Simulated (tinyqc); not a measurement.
Energy conservation against the time step: molecular dynamics of a small cluster by velocity Verlet steps. Computed by tinyqc, a small Python program. Command: `OMP_NUM_THREADS=1 python tinyqc.py 3021587 3021588 out.jsonl verlet walk`. One thread of a shared host (Intel(R) Xeon(R) Processor @ 2.30GHz), about 0.3 s of CPU time with the checks.

E = sum_i {sum_j A exp(-p (r_ij/r0 - 1)) - xi sqrt(rho_i)}, rho_i = sum_j exp(-2 q (r_ij/r0 - 1)); the force on i is -sum_j w_ij (R_i - R_j)/r_ij with w_ij = -(2p/r0) A exp(-p (r_ij/r0 - 1)) + (xi q/r0) exp(-2 q (r_ij/r0 - 1)) (rho_i^(-1/2) + rho_j^(-1/2)).

Inputs (values chosen for the exercise, for model atoms):
```
quantity,value,unit
length r0,2.75,angstrom
repulsion A,0.14,eV
hopping xi,1.51,eV
decay p,10.3,-
decay q,3.31,-
atomic mass M,159,u
time step dt,2.6,fs
steps,300,-
```

Potential: Gupta.

starting positions (angstrom):
```
,x,y,z
atom 1,-0.01,0.01,-0.03
atom 2,2.59,-0.04,0.01
atom 3,1.3,2.19,-0.02
atom 4,1.31,0.7,2.09
```

starting velocities (angstrom/fs):
```
,x,y,z
atom 1,0.00057,-0.00089,-0.00013
atom 2,-0.00066,-0.0004,0.00032
atom 3,-0.00056,0.00013,-0.00164
atom 4,0.00064,0.00117,0.00145
```

Constants: 1 eV/(angstrom u) = 9.648533212e-03 angstrom/fs^2; k_B = 8.617333262e-05 eV/K.

Method:
- Relax the cluster, diagonalise the Hessian (central differences): omega_max = sqrt(c lambda_max/M). Verlet steps are stable for omega_max dt < 2.
- Velocity Verlet: a = c F/M with c = 9.648533212e-3 angstrom/fs^2 per eV/(angstrom u); R(new) = R + v dt + a dt^2/2; v(new) = v + (a + a(new)) dt/2. Kinetic energy K = M v^2/(2c); temperature T = 2K/((3N - 3) k_B), rotation of the cluster included.
- Runs without thermostat over the same span of time, steps x dt; spread = largest minus smallest value. For contrast, the energy gained over the first 30 dt (dt of the inputs) by explicit Euler steps: R(new) = R + v dt, v(new) = v + a dt.

omega_max dt = 0.110258

Energy error (eV):
```
dt (fs),omega_max dt,"Verlet, spread of U + K","Euler, gain in U + K"
0.325,0.01378,9.8128e-06,0.00870
0.650,0.02756,3.9253e-05,0.01779
1.300,0.05513,1.5694e-04,0.03721
2.600,0.11026,6.2815e-04,0.08126
5.200,0.22052,2.5189e-03,0.19217
7.800,0.33077,5.6897e-03,0.33426
```

What does the comparison show, and why?

The Verlet error grows as dt^2.00 between the first rows, the second order of the method. Euler steps gain energy steadily: over that short span the gain in the first row is already 890 times the Verlet spread of the whole run, and it grows as dt^1.03, tending to the first order of that method as dt shrinks.

Extremes, crossings and ranges named in words are read from the listed rows.
